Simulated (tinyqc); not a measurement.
Against the doping: grain-boundary trapping model (Seto) of a polycrystalline semiconductor film. Computed by tinyqc, a small Python program. Command: `OMP_NUM_THREADS=1 python tinyqc.py 3014602 3014603 out.jsonl poly walk`. One thread of a shared host (Intel(R) Xeon(R) Processor @ 2.30GHz), about 0.01 s of CPU time with the checks.

Grains of equal size L are joined by thin boundaries with one trap level. Trapped carriers deplete a width W on each side and raise a barrier, crossed by thermionic emission. Dopants are fully ionised, statistics are non-degenerate and mu_g does not depend on T.

Inputs (values chosen for the exercise, modelled on polycrystalline SiGe):
```
quantity                                     value    unit
permittivity eps                              13.5       -
effective mass m                              0.32     m_0
effective density of states at 300 K, N_c  1.5e+19  1/cm^3
grain size L                                    21      nm
trap density Q_t                           7.2e+11  1/cm^2
trap level E_t below the band edge            0.52      eV
temperature T                                  400       K
```

Grain interior: neglected.

Constants: e = 1.602176634e-19 C; eps_0 = 8.8541878128e-12 F/m; k_B = 8.617333262e-05 eV/K; m_0 = 9.1093837015e-31 kg; k_B = 1.380649e-23 J/K.

Method:
- If all traps fill, the grain is just depleted at N* = Q_t/L, with the barrier e Q_t L/(8 eps eps_0).
- N_c(T) = N_c (T/300 K)^(3/2). Filled traps Q = Q_t/(1 + (1/2) exp((E_t* - E_F)/k_B T)), where E_t* = e V_B - E_t and E_F are counted from the band edge at the grain centre. Partial depletion: Q = 2 N W, V_B = e N W^2/(2 eps eps_0), E_F = k_B T ln(N/N_c); solve for W. If that W would exceed L/2 the grain is fully depleted: W = L/2, Q = N L, and E_F follows from the trap equation. Centre density n_0 = N_c exp(E_F/k_B T).
- Boundary: sigma_b = L e^2 n_0 exp(-e V_B/k_B T)/sqrt(2 pi m k_B T); rho = 1/sigma_b. Mean carrier density n_av = n_0 [(1 - 2W/L) + (2W/L) (sqrt(pi)/2) erf(y)/y], y = sqrt(e V_B/k_B T); effective mobility 1/(e n_av rho).

N* = 3.42857e+17 1/cm^3

The same film:
```
N (1/cm^3)  W (nm)   V_B (V)  mean density (1/cm^3)  mobility (cm^2/(V s))  rho (ohm cm)
1.00e+16    10.500  0.000739             9.8790e+10                 329.79    1.9158e+05
3.40e+16    10.500  0.002512             3.7470e+11                 318.60    5.2283e+04
8.60e+16    10.500  0.006354             1.2291e+12                 295.41    1.7190e+04
1.70e+17    10.500  0.012561             4.0882e+12                 260.88    5.8522e+03
2.70e+17    10.500  0.019950             1.7924e+13                 224.21    1.5531e+03
4.10e+17     8.780  0.021184             3.5102e+17                 211.34    8.4132e-02
6.90e+17     5.217  0.012588             6.5247e+17                 245.55    3.8957e-02
1.40e+18     2.571  0.006204             1.3805e+18                 283.38    1.5954e-02
3.40e+18     1.059  0.002555             3.3917e+18                 311.40    5.9095e-03
1.40e+19     0.257  0.000620             1.3998e+19                 328.62    1.3568e-03
```

What does the comparison show, and why?

The barrier peaks among these rows at N = 4.1e17 (0.021 V) and the mobility has its minimum at 4.1e17; N* is 3.4e17. While the grain is fully depleted (W = L/2) V_B grows as N; once all traps are filled it falls as 1/N (last exponent -1.00). Partly depleted rows (W < L/2) with e V_B below 2 k_B T stretch the depletion approximation. Where the barrier is low the mobility is too high, because scattering inside the grains is left out. Where N approaches N_c the non-degenerate statistics fail. rho drops most steeply, as N^-23.5, between 2.7e17 and 4.1e17.

Extremes, crossings and ranges named in words are read from the listed rows.
